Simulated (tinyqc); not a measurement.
Defect equilibria of an oxide against oxygen pressure (mass action): one step, computed by the program tinyqc. Command: `OMP_NUM_THREADS=1 python tinyqc.py 3028298 3028299 out.jsonl brouwer walk`. One thread of a shared host (Intel(R) Xeon(R) Processor @ 2.30GHz), about 0.01 s of CPU time with the checks.

Defects: oxygen vacancies V (charge +2), electrons n, holes p, the ionic partner X = V_M'''' (charge -4), and the dopant. Activities are taken equal to concentrations.

Question. Solution at the given pressure. Neutrality: 2 [V] + p = n + 4 [X] + N_d. With n as the unknown, [V] = K_r/(n^2 P^(1/2)), p = K_i/n, [X] = K_s/[V]^2; the log ratio is ln(positive/negative). The root is found by 60 bisections in ln n between n = 1e-10 and 1e25 cm^-3.

Inputs (values chosen for the exercise, for a model oxide): dopant density N_d = 1.2e+19 cm^-3; temperature T = 700 K; oxygen pressure P = 9e-15 atm.

Ionic disorder: Schottky, oxide MO2. Dopant (singly charged, fully ionised): acceptor.

K_r = 1.144174e+45 cm^-9 atm^(1/2)

K_i = 6.790244e+24 cm^-6

K_s = 1.597221e+40 cm^-9

Give: n; [V]; p; [X].

Answer.

n = 4.475e+16 cm^-3

[V] = 6.022e+18 cm^-3

p = 1.517e+08 cm^-3

[X] = 440.4 cm^-3

The largest terms give the Brouwer balance 2 [V] = N_d; the smaller of the two terms is 100 % of the total charge of one sign.
